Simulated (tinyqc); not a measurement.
# Hot electrons in a saturated n-channel MOSFET, lucky-electron model: effects of single changes

Beyond pinch-off the lateral field grows as Esat cosh(y/l) over the velocity-saturated region (pseudo-two-dimensional model). Impact ionisation in this region gives the substrate current, which biases the body forward through Rsub. Currents are per width. Local-field laws: they overstate ionisation when the field peak is narrower than an energy relaxation length.

Values chosen for this exercise; values close to those of silicon n-channel devices:
```
symbol,value,unit,meaning
L,0.5,um,channel length
tox,9.2,nm,oxide thickness
xj,200,nm,junction depth
VT,0.44,V,threshold
mu,320,cm^2/(V s),effective mobility
vs,7.4e6,cm/s,saturation velocity
Ai,2e6,1/cm,ionisation prefactor
Bi,1.7,MV/cm,ionisation field
Rd,700,ohm um,resistance of the lightly doped drain
Rsub,8600,ohm um,substrate resistance
kb,0.3,,fall of VT per volt of forward body bias
m,2.8,,lifetime exponent
Hl,6100,s uA/um,lifetime constant
Vd,3.3,V,drain voltage
Vg,1.6,V,gate voltage
```

Constants: eps0 = 8.8541878128e-14 F/cm where lengths are in cm. Results are converted to the units shown.

Each table varies one quantity; the others keep the values above.

## Effect of the channel length

Cox = 3.9 eps0/tox, l = sqrt(3 tox xj), Esat = 2 vs/mu. Overdrive g = Vg - VT + kb Vb; Vdsat = g Esat L/(g + Esat L); Id = Cox vs (g - Vdsat); dV = Vd - Id Rd - Vdsat; Em = sqrt((dV/l)^2 + Esat^2); Isub = Id (Ai/Bi) l Em exp(-Bi/Em). Vb = Rsub Isub is solved self-consistently. Lifetime tau = (Hl/Id)(Isub/Id)^(-m); 1 year = 3.15576e7 s.

Effect of the channel length:
```
L (um)  Id (uA/um)  Em (MV/cm)  Isub (uA/um)  Isub/Id  tau (years)
0.25         163.6      0.3535         4.122  0.02520      0.03537
0.35         135.9      0.3432         2.877  0.02118      0.06928
0.5          108.4      0.3329         1.911  0.01763       0.1452
0.71         84.51      0.3239         1.258  0.01488       0.2992
1            64.82      0.3164        0.8327  0.01285       0.5888
1.4          49.06      0.3105        0.5575  0.01136        1.097
2            35.96      0.3055        0.3676  0.01022        2.012
```

As L goes from 0.25 to 2 um, Em falls from 0.353 to 0.305 MV/cm, Isub falls from 4.12 to 0.368 uA/um and tau rises from 0.0354 to 2.01 years. From the first row to the last, log10(tau) changes by 1.8: 1.1 from (Isub/Id)^(-m), which holds Em and l, and 0.66 from 1/Id. At L = 0.25 um the saturated region takes over 60 % of L, so using the full L in Vdsat is rough.

## Effect of the oxide thickness

Same model as above.

Effect of the oxide thickness:
```
tox (nm)  Id (uA/um)  Em (MV/cm)  Isub (uA/um)   Isub/Id  tau (years)
5.1            202.2      0.4315         11.05   0.05466     0.003274
6.3            160.8      0.3944         6.157   0.03830      0.01115
7.8            128.5      0.3588         3.247   0.02527      0.04467
9.7            102.7      0.3250         1.601   0.01559       0.2162
12             82.75      0.2946        0.7587  0.009169        1.186
15             66.09      0.2656        0.3250  0.004918        8.495
18             55.04      0.2439        0.1543  0.002803        49.24
```

As tox goes from 5.1 to 18 nm, Em falls from 0.432 to 0.244 MV/cm, Isub falls from 11.0 to 0.154 uA/um and tau rises from 0.00327 to 49.2 years. From the first row to the last, log10(tau) changes by 4.2: 3.6 from (Isub/Id)^(-m), which holds Em and l, and 0.56 from 1/Id.

## Effect of the junction depth

Same model as above.

Result of one run:
```
xj (nm)  Id (uA/um)  Em (MV/cm)  Isub (uA/um)   Isub/Id  tau (years)
500           107.7      0.2138        0.1120  0.001040        403.8
```

What becomes of these results when the junction depth xj is changed from 500 to 200 nm, all else the same?

Result of the changed run:
```
xj (nm)  Id (uA/um)  Em (MV/cm)  Isub (uA/um)  Isub/Id  tau (years)
200           108.4      0.3329         1.911  0.01763       0.1452
```

The whole series:
```
xj (nm)  Id (uA/um)  Em (MV/cm)  Isub (uA/um)   Isub/Id  tau (years)
80            112.6      0.5202         12.33    0.1095     8.398e-4
110           110.4      0.4456         7.033   0.06368     0.003908
150           109.1      0.3831         3.742   0.03429      0.02238
200           108.4      0.3329         1.911   0.01763       0.1452
270           108.0      0.2877        0.8558  0.007926        1.366
370           107.8      0.2470        0.3243  0.003010        20.61
500           107.7      0.2138        0.1120  0.001040        403.8
```

As xj goes from 80 to 500 nm, Em falls from 0.520 to 0.214 MV/cm, Isub falls from 12.3 to 0.112 uA/um and tau rises from 8.40e-4 to 404 years. From the first row to the last, log10(tau) changes by 5.7: 5.7 from (Isub/Id)^(-m), which holds Em and l, and 0.019 from 1/Id. At xj = 80 nm Isub/Id passes 0.1, where multiplication of the secondary carriers, left out here, counts.

tinyqc, about 0.01 s, one thread, Intel Xeon 2.30GHz (shared host): `OMP_NUM_THREADS=1 python tinyqc.py 2550082 2550083 out.jsonl`
